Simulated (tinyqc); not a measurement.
Worked calculation: Hubbard ring of 4 sites. Computed by tinyqc, a small Python program that keeps every step. Settings: hopping = 0.95, U = 1.0, mixing = 1, iteration cap = 76. Command: `OMP_NUM_THREADS=1 python tinyqc.py 26668 26669 out.jsonl` (the two numbers bound the seeds that draw the settings). One thread of a shared host (Intel(R) Xeon(R) Processor @ 2.60GHz), about 0.2 s of CPU time with the checks. Later iterations appear only in the table of the cycle.

## Mean-field iteration 1

one-body matrix (hopping and site energies) (eV), lower triangle:
```
           1          2          3          4
1   0.020000
2  -0.950000  -0.320000
3   0.000000  -0.950000  -0.790000
4  -0.950000   0.000000  -0.950000  -0.650000
```

U = 1.000000 eV

electrons, up and down: 2  2

mixing = 1

n(up) at the start (a guess, not normalised): 1 0.550000, 2 0.450000, 3 0.550000, 4 0.450000

n(down) at the start (a guess): 1 0.450000, 2 0.550000, 3 0.450000, 4 0.550000

H(up) = T + U n(down), H(down) = T + U n(up); fill the lowest levels; n(new) = n + mixing (n(out) - n); E = tr T (rho up + rho down) + U sum n_up n_down of the output.

levels, up (eV): -1.884378  0.030720  0.099280  2.014378

levels, down (eV): -1.883590  -0.039503  0.162305  2.020788

energy = -4.677863 eV

n(up) after iteration 1: 1 0.356326, 2 0.356326, 3 0.643674, 4 0.643674

n(down) after iteration 1: 1 0.155225, 2 0.665730, 3 0.370377, 4 0.808668

## Mean-field iteration 2

As before.

levels, up (eV): -1.873920  -0.113822  0.251866  1.995877

levels, down (eV): -1.852757  0.014927  0.113229  1.984601

energy = -4.871104 eV

n(up) after iteration 2: 1 0.702843, 2 0.206571, 3 0.833338, 4 0.257248

n(down) after iteration 2: 1 0.183329, 2 0.742456, 3 0.313370, 4 0.760844

## Convergence

Each step fills the lowest levels of T + U n(other spin) and sets n(new) = n + mixing (n(out) - n); stop when output and input agree to 1e-8.

Course of the cycle:
```
iteration       E (eV)  largest |n(out) - n(in)|  mean |n_up - n_down|
1          -4.67786328                  2.95e-01              0.237199
2          -4.87110414                  3.86e-01              0.519740
3          -4.89182582                  5.40e-02              0.549568
4          -4.89241520                  1.43e-02              0.555883
5          -4.89243889                  2.18e-03              0.556141
6          -4.89244014                  6.65e-04              0.556321
7          -4.89244021                  1.13e-04              0.556309
8          -4.89244022                  3.78e-05              0.556317
9          -4.89244022                  7.59e-06              0.556316
10         -4.89244022                  2.30e-06              0.556316
11         -4.89244022                  4.84e-07              0.556316
12         -4.89244022                  1.43e-07              0.556316
13         -4.89244022                  3.05e-08              0.556316
14         -4.89244022                  8.99e-09              0.556316
```

local moments n_up - n_down: 1 0.547108, 2 -0.563189, 3 0.565525, 4 -0.549443

Converged in 14 iterations. Before convergence this energy mixes input and output and is not variational, so it may rise towards its limit.

## Exact diagonalisation (36 states)

Lowest levels of the sector, and the double occupancy of the lowest state.

lowest levels (eV): -4.939566  -4.910579  -4.548309  -4.381097  -3.257426  -3.217403

double occupancy per site = 0.152459

The mean-field solution above lies 0.0471 eV above the exact energy.

## The lowest level by Lanczos steps

From a random start vector (not printed): a_j = <q_j|H|q_j>, b_j = norm of the remainder after orthogonalising; the Ritz value is the lowest eigenvalue of the tridiagonal matrix of a and b so far.

Lanczos:
```
j    a_j (eV)  b_j (eV)  lowest Ritz value (eV)
1   -1.643858  2.545091             -1.64385763
2   -0.052514  2.578011             -3.51475369
3   -0.667716  2.190408             -4.30866096
4   -0.721878  1.448525             -4.63764455
5   -0.885403  2.072132             -4.69886376
6   -1.662601  2.954674             -4.74131240
7    0.557237  1.557319             -4.87971093
8   -0.353192  1.306894             -4.92756494
9   -0.756262  1.948360             -4.93333884
10  -1.581375  2.390469             -4.93583479
```
